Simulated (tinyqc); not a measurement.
From results back to parameters: standing waves and exposure in a photoresist film. Five cases, with inputs chosen for the exercise.

Problem. Bleaching of a resist on an index-matched plate: T(0) = T12 exp(-(A + B) d), T(end) = T12 exp(-B d), T12 = 1 - ((n1 - 1)/(n1 + 1))^2, and the first slope dT/dD = T(0) C A T12 (1 - exp(-(A + B) d))/(A + B). Here d = dT and D is the dose; A, B and C are hidden.

Find: A; B; C.

Method. A = ln(T(end)/T(0))/d, B = ln(T12/T(end))/d, and the slope then gives C.

Case 1.

Values chosen (out of a larger set: a resist on Cu, indices near tabulated ones; not measured data): n1 = 1.694 (resist index); dT = 0.13 micrometre (resist thickness on an index-matched plate).

T(0) = 0.856872
T(end) = 0.864705
dT/dD = 0.00023022 cm^2/mJ

Solution.

A = 0.07 1/micrometre
B = 0.59 1/micrometre
C = 0.033 cm^2/mJ

Case 2.

Values chosen (out of a larger set: a resist on Cu, indices near tabulated ones; not measured data): n1 = 1.795 (resist index); dT = 0.494 micrometre (resist thickness on an index-matched plate).

T(0) = 0.663382
T(end) = 0.690123
dT/dD = 0.00059630 cm^2/mJ

Solution.

A = 0.08 1/micrometre
B = 0.58 1/micrometre
C = 0.029 cm^2/mJ

Case 3.

Values chosen (out of a larger set: a resist on polySi, indices near tabulated ones; not measured data): n1 = 1.693 (resist index); dT = 0.158 micrometre (resist thickness on an index-matched plate).

T(0) = 0.812568
T(end) = 0.828122
dT/dD = 0.00052380 cm^2/mJ

Solution.

A = 0.12 1/micrometre
B = 0.76 1/micrometre
C = 0.039 cm^2/mJ

Case 4.

Values chosen (out of a larger set: a resist on polySi, indices near tabulated ones; not measured data): n1 = 1.781 (resist index); dT = 0.372 micrometre (resist thickness on an index-matched plate).

T(0) = 0.570050
T(end) = 0.600525
dT/dD = 0.00080364 cm^2/mJ

Solution.

A = 0.14 1/micrometre
B = 1.15 1/micrometre
C = 0.037 cm^2/mJ

Case 5.

Values chosen (out of a larger set: a resist on Si, indices near tabulated ones; not measured data): n1 = 1.675 (resist index); dT = 1.077 micrometre (resist thickness on an index-matched plate).

T(0) = 0.649228
T(end) = 0.906557
dT/dD = 0.0044186 cm^2/mJ

Solution.

A = 0.31 1/micrometre
B = 0.03 1/micrometre
C = 0.026 cm^2/mJ

Computed by tinyqc, one run a case: `OMP_NUM_THREADS=1 python tinyqc.py N N+1 out.jsonl` with N = 1650057, 1650069, 1650094, 1650186, 1650196; one thread of a shared Intel(R) Xeon(R) Processor @ 2.30GHz, about 0.01 s a run at most.
